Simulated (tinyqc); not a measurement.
Inside a calculation. Method: Hubbard ring of 5 sites. Computed by tinyqc, a small Python program that keeps every step. Settings: hopping = 0.93, U = 1.7, mixing = 0.2, iteration cap = 84. Command: `OMP_NUM_THREADS=1 python tinyqc.py 21161 21162 out.jsonl` (the two numbers bound the seeds that draw the settings). One thread of a shared host (Intel(R) Xeon(R) Processor @ 2.60GHz), about 0.2 s of CPU time with the checks.

one-body matrix (hopping and site energies) (eV), order 1, 2, 3, 4, 5:
```
[[0.000000, -0.930000, 0.000000, 0.000000, -0.930000],
 [-0.930000, 0.000000, -0.930000, 0.000000, 0.000000],
 [0.000000, -0.930000, 0.000000, -0.930000, 0.000000],
 [0.000000, 0.000000, -0.930000, 0.000000, -0.930000],
 [-0.930000, 0.000000, 0.000000, -0.930000, 0.000000]]
```

U = 1.700000 eV

electrons, up and down: [3, 2]

n(up) at the start (a guess, not normalised): [1.000000, 0.150000, 1.000000, 0.150000, 1.000000]

n(down) at the start (a guess): [0.000000, 0.850000, 0.000000, 0.850000, 0.000000]

Each step fills the lowest levels of T + U n(other spin) and sets n(new) = n + mixing (n(out) - n); stop when output and input agree to 1e-8.

Course of the cycle:
```
iteration       E (eV)  largest |n(out) - n(in)|  mean |n_up - n_down|
1          -3.31316836                  2.15e-01              0.559277
2          -3.34099340                  1.81e-01              0.536587
3          -3.36344033                  1.53e-01              0.515740
4          -3.38157520                  1.31e-01              0.496651
5          -3.39625147                  1.13e-01              0.479214
6          -3.40815006                  9.83e-02              0.463318
7          -3.41781392                  8.57e-02              0.448847
8          -3.42567630                  7.72e-02              0.435688
9          -3.43208351                  6.96e-02              0.423731
10         -3.43731295                  6.28e-02              0.412873
11         -3.44158729                  5.67e-02              0.403016
...                ...                       ...                   ...
74         -3.46132860                  1.49e-04              0.305815
75         -3.46132863                  1.36e-04              0.305792
76         -3.46132865                  1.24e-04              0.305770
77         -3.46132867                  1.13e-04              0.305751
78         -3.46132868                  1.03e-04              0.305733
79         -3.46132869                  9.43e-05              0.305717
80         -3.46132870                  8.60e-05              0.305702
81         -3.46132871                  7.84e-05              0.305688
82         -3.46132872                  7.15e-05              0.305676
83         -3.46132872                  6.52e-05              0.305665
84         -3.46132873                  5.94e-05              0.305655
```

Can the last value be used, and what does the course show?

Not by the stop rule, although the second column moves by less than 1e-07 over the last three steps. Not converged within 84 iterations: the residual falls steadily but slowly, by a factor of about 0.91 a step. The lowest mean-field energy found from random starts is -3.46133 eV. Reruns (cap 100 unless said): mixing 0.5: converged in 67 (E = -3.46133); mixing 0.9: converged in 34 (E = -3.46133); the original settings with a cap of 400: converged in 178 (E = -3.46133).
